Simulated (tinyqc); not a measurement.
The same layer on three faces: band edges of strained Si(1-x)Ge(x) on relaxed Si(1-y)Ge(y).

Values are linear in the Ge fraction but for ED(x) = linear - CD x (1 - x) and a(x) = linear - Ca x (1 - x). Energies are on the common scale of Ev.

Coherent growth: e_par = (a(y) - a(x))/a(x). (001): e_perp = -2 (C12/C11) e_par; exx = eyy = e_par, ezz = e_perp, no shear. (111): e_perp = -(2 C11 + 4 C12 - 4 C44)/(C11 + 2 C12 + 4 C44) e_par; exx = eyy = ezz = (2 e_par + e_perp)/3 and exy = eyz = ezx = (e_perp - e_par)/3. (110): e_perp = -(C11 + 3 C12 - 2 C44)/(C11 + C12 + 2 C44) e_par; exx = eyy = (e_par + e_perp)/2, ezz = e_par, exy = (e_perp - e_par)/2, eyz = ezx = 0.

A valley with unit axis u lies at Ev + gap + (av + a_valley) tr(e) + Xu (u.e.u - tr(e)/3); the Delta axes are x, y, z and the L axes [111], [1-1-1], [-11-1], [-1-11]. The second-order shift of the Delta valleys under shear is left out; it lowers the pair normal to the sheared plane by tens of meV at a shear of 1 %.

Valence edges: Ev plus the levels of the 6 x 6 matrix of X, Y, Z times spin with -Dso/3 + l exx + m (eyy + ezz) on the diagonal (cyclic), n exy off it, l = av + 2 b, m = av - b, n = sqrt(3) d. Spin-orbit term (Dso/3) L.sigma on X, Y, Z with (L_k)_ij = -i epsilon_kij: <X+|H|Y+> = -i Dso/3, <X+|H|Z-> = Dso/3, <Y+|H|Z-> = -i Dso/3, <Z+|H|X-> = -Dso/3, <Z+|H|Y-> = i Dso/3, <X-|H|Y-> = i Dso/3, and their conjugates; + and - are the spin along z.

Inputs chosen for the exercise (end members near Si and Ge, in this order; shifted at random, so the results belong to these values and not to a real crystal):
```
symbol  value           unit      meaning
a       (5.423, 5.661)  angstrom  lattice constant
Dso     (0.044, 0.291)  eV        spin-orbit splitting
av      (2.43, 1.24)    eV        valence hydrostatic potential
b       (-2.1, -2.55)   eV        tetragonal shear potential
d       (-4.75, -5.31)  eV        trigonal shear potential
C11     (163.4, 129.2)  GPa
C12     (63.9, 47.8)    GPa
C44     (78.5, 66.1)    GPa
Ev      (0, 0.69)       eV        top of the unstrained valence band
ED      (1.174, 0.925)  eV        gap to the Delta valleys
EL      (1.972, 0.738)  eV        gap to the L valleys
aD      (1.77, 1.35)    eV        hydrostatic potential of the Delta gap
aL      (-2.86, -2.62)  eV        hydrostatic potential of the L gap
XuD     (9.39, 9.05)    eV        uniaxial potential, Delta
XuL     (16.23, 15.25)  eV        uniaxial potential, L
CD      0.179           eV        bowing of the Delta gap
Ca      0               angstrom  bowing of the lattice constant
x       0.55                      Ge fraction of the layer
y       0                         Ge fraction of the relaxed buffer
```

dEc = Ec(buffer) - Ec(layer), dEv = Ev(layer) - Ev(buffer); buffer edges Ev(y) and Ev(y) + min(ED, EL). The digit behind Delta or L counts whole valleys.

Cases:
```
face
(001)
(111)
(110)
```

Rank the cases by gap (eV), lowest first.

Answer: (001), (110), (111).

Results:
```
face   e_par (%)  lowest valleys  gap (eV)  next valleys above (meV)  valence splitting (meV)  dEc (eV)  dEv (eV)  Delta spread (meV)  L spread (meV)
(001)      -2.36          Delta4     0.723                       382                       92     0.026     0.425                 382               0
(111)      -2.36          Delta6     0.838                       344                       92    -0.074     0.410                   0             464
(110)      -2.36          Delta2     0.731                       161                       97     0.027     0.416                 161             366
```

On (001) only the Delta valleys split (382 meV), on (111) only the L valleys (464 meV), on (110) both (161 and 366 meV). The lowest valleys are Delta4 on (001), Delta6 on (111) and Delta2 on (110); the smallest gap is 0.723 eV on (001) and the largest 0.838 eV on (111).

Computed by tinyqc, a small Python program: `OMP_NUM_THREADS=1 python tinyqc.py 1051097 1051098 out.jsonl` (the numbers bound the seed that draws the inputs); one thread of a shared host (Intel(R) Xeon(R) Processor @ 2.30GHz), about 0.01 s for the whole set of steps.
